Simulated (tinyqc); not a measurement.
Free and trapped electrons in a MOS channel with a dense trap tail: one step of the calculation.

p-type body, charge-sheet picture, full ionisation (an idealisation for deep acceptors), Boltzmann statistics for free electrons. e = Ec - EF at the surface. Acceptor-like traps of density D(E) = D0 + De exp(-E/Ew) at depth E below Ec, from 0 to Eu, hold n_t = integral of D(E)/(1 + exp((e - E)/Vt)). psi = Eg - Vt ln(Nv/Na) - e; N_dep = sqrt(2 eps0 eps_r Na (psi - Vt)/q); n_f = sqrt(N_dep^2 + 2 eps0 eps_r Vt Nc exp(-e/Vt)/q) - N_dep; Vg = Vfb + psi + q (N_dep + n_t + n_f)/Cox, Cox = eps0 eox/tox.

Question. Trapped charge. Trapezoid rule on 14 equal steps from 0 to Eu, f = 1/(1 + exp((e - E)/Vt)).

Inputs (values chosen for the exercise); band and dielectric values close to those of 4H silicon carbide: temperature T = 300 K; constant background density of acceptor-like traps D0 = 1.9e11 cm^-2 eV^-1; density of the tail at the conduction edge De = 4.2e12 cm^-2 eV^-1; decay energy of the tail Ew = 0.06 eV; depth below Ec down to which the traps reach Eu = 0.83 eV; Ec - EF at the surface e = 0.083 eV.

Constants: q = 1.602176634e-19 C, kB = 1.380649e-23 J/K, Vt = kB T/q. Results are converted to the units shown.

Give: E; D(E) f; n_t.

Answer.

```
point	E (eV)	D(E) f (cm^-2 eV^-1)
0	0	1.702e11
1	0.05929	5.007e11
2	0.1186	6.164e11
3	0.1779	3.966e11
4	0.2371	2.700e11
5	0.2964	2.200e11
6	0.3557	2.012e11
7	0.4150	1.942e11
8	0.4743	1.915e11
9	0.5336	1.906e11
10	0.5929	1.902e11
11	0.6521	1.901e11
12	0.7114	1.900e11
13	0.7707	1.900e11
14	0.8300	1.900e11
```

n_t = 2.206e11 cm^-2

tinyqc, about 0.02 s, one thread, Intel Xeon 2.30GHz (shared host): `OMP_NUM_THREADS=1 python tinyqc.py 2222062 2222063 out.jsonl`
